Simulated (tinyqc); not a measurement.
Formation energy of a charged point defect from supercell energies. Inputs raised by 10 %, one at a time. Computed by tinyqc, a small Python program. Command: `OMP_NUM_THREADS=1 python tinyqc.py 3027737 3027738 out.jsonl formation sens`. One thread of a shared host (Intel(R) Xeon(R) Processor @ 2.30GHz), about 0.01 s of CPU time with the checks.

The host is a compound AB. Making the defect adds n_A = -1, n_B = 0, n_X = 1 atoms to the cell. All total energies are inputs. E_F is counted from the valence-band maximum (VBM); x = 0 is A-rich and x = 1 B-rich growth.

Inputs (values chosen for the exercise, with gap and screening modelled on CdS): gap E_g = 2.51 eV; E_VBM of the host cell = 3.719 eV; potential alignment dV = 0.0057 eV; dielectric constant eps = 8.7; cell length L = 21.1 angstrom; mu_A of the pure element = -5.579 eV; formation enthalpy dH of AB = -1.71 eV; growth condition x = 0.41; Fermi level E_F = 1.12 eV; temperature T = 1200 K; site density N_s = 1.6e+22 cm^-3; mu_X of the pure element = -4.715 eV; formation enthalpy of XB = -1.4 eV.

Defect: impurity X on an A site. Supercell lattice: bcc.

charge states q: [2, 1, 0]

E(defect, q) - E(host), in the order of q (eV): [-7.239, -1.794, 2.7]

Constants: e^2/(4 pi eps_0) = 14.39964548 eV angstrom; k_B = 8.617333262e-05 eV/K.

Method:
- dmu_A = x dH and dmu_B = (1 - x) dH, so that dmu_A + dmu_B = dH; mu = mu(element) + dmu. The impurity is held at its solubility limit: dmu_X = min(0, dH(XB) - dmu_B).
- The reservoir term is sum n_i mu_i.
- Image-charge correction of a point charge in a neutralising background: E_corr = q^2 alpha e^2/(4 pi eps_0) / (2 eps L), alpha = 2.888462 for a bcc array with L the cube root of the volume.
- E_f(q, E_F) = [E(defect, q) - E(host)] - sum n_i mu_i + q (E_VBM + dV + E_F) + E_corr(q).
- eps(q/q-1) = E_f(q - 1, 0) - E_f(q, 0).
- E_f(q, E_F) = E_f(q, 0) + q E_F.
- c_q = N_s exp(-E_f(q, E_F)/k_B T), with all degeneracy factors one and no vibrational entropy.

Runs:
```
input moved                         from       to  level (+2/+1) (eV)  level (+1/0) (eV)  lowest formation energy (eV)  total concentration (cm^-3)
base run                               -        -               1.380             0.6560                         1.526                    7.182e+15
dielectric constant eps              8.7     9.57               1.411             0.6663                         1.526                    7.616e+15
cell length L (angstrom)            21.1    23.21               1.411             0.6663                         1.526                    7.616e+15
growth condition x                  0.41    0.451               1.380             0.6560                         1.526                    7.182e+15
temperature T (K)                   1200     1320               1.380             0.6560                         1.526                    2.826e+16
formation enthalpy dH of AB (eV)   -1.71   -1.881               1.380             0.6560                         1.355                    3.753e+16
formation enthalpy of XB (eV)       -1.4    -1.54               1.380             0.6560                         1.666                    1.855e+15
potential alignment dV (eV)       0.0057  0.00627               1.380             0.6554                         1.526                    7.172e+15
```

Exponents ln(y'/y) / ln(x'/x):
```
input                        level (+2/+1)  level (+1/0)  lowest formation energy  total concentration
dielectric constant eps              0.232         0.163                    0.000                0.615
cell length L                        0.232         0.163                    0.000                0.615
growth condition x                   0.000         0.000                    0.000                0.000
temperature T                        0.000         0.000                    0.000               14.373
formation enthalpy dH of AB          0.000         0.000                   -1.247               17.350
formation enthalpy of XB             0.000         0.000                    0.921              -14.205
potential alignment dV              -0.004        -0.009                    0.000               -0.015
```

To which inputs is each result most sensitive?

Among the inputs moved here: level (+2/+1) answers most in size to dielectric constant eps (exponent +0.232), and about equally to cell length L (+0.232); its exponent is below 0.0005 for growth condition x, temperature T, formation enthalpy dH of AB, formation enthalpy of XB. level (+1/0) answers most in size to dielectric constant eps (exponent +0.163), and about equally to cell length L (+0.163); its exponent is below 0.0005 for growth condition x, temperature T, formation enthalpy dH of AB, formation enthalpy of XB. lowest formation energy answers most in size to formation enthalpy dH of AB (exponent -1.247), next to formation enthalpy of XB (+0.921); its exponent is below 0.0005 for dielectric constant eps, cell length L, growth condition x, temperature T, potential alignment dV. total concentration answers most in size to formation enthalpy dH of AB (exponent +17.350), next to temperature T (+14.373); its exponent is below 0.0005 for growth condition x.

Caution (all rows): E_f at E_F = 0 is negative for at least one charge state, so in equilibrium E_F cannot reach the valence-band maximum. Caution (all rows): the one-electron levels are out of order (negative U): at least one middle charge state is skipped, and the transition past it moves two or more electrons at once.

Extremes, crossings and ranges named in words are read from the listed rows.
